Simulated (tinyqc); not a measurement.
Thermal displacements in the Debye model: Debye-Waller factors, bond-length spread and the Lindemann rule: one step, computed by the program tinyqc.

A Debye spectrum with three branches of one velocity, cut at k_B Theta; 2 atoms per cube, nearest neighbours at d = 0.866025 a.

Problem. Lindemann melting temperature. <u_x^2> = (3 hbar^2/(2 M k_B Theta)) int_0^1 s coth(s Theta/(2T)) ds (64 Gauss-Legendre points); it tends to 3 hbar^2/(4 M k_B Theta) at T = 0 and to 3 hbar^2 T/(M k_B Theta^2) at high T. Melting is placed where sqrt(3 <u_x^2>) = x_L d; the classical form gives T_m = M k_B Theta^2 (x_L d)^2/(9 hbar^2).

Inputs (values chosen for the exercise, modelled on tungsten):

| quantity | value | unit |
|---|---|---|
| atomic mass M | 183.84 | u |
| Debye temperature Theta | 338 | K |
| lattice constant a | 3.165 | angstrom |
| temperature T | 300 | K |
| Lindemann ratio x_L | 0.096 | - |

Structure: bcc.

<u_x^2> = 0.002151071 angstrom^2

Constants: hbar^2/u = 4.18015928e-03 eV angstrom^2; k_B = 8.617333262e-05 eV/K.

Give: Lindemann T_m; classical T_m; ratio sqrt(3 <u_x^2>)/d at T.

Solution.

Lindemann T_m = 3330.0 K

classical T_m = 3330.9 K

ratio sqrt(3 <u_x^2>)/d at T = 0.029308

The rule is empirical: x_L is fitted within a family of like crystals, and T_m goes as its square.
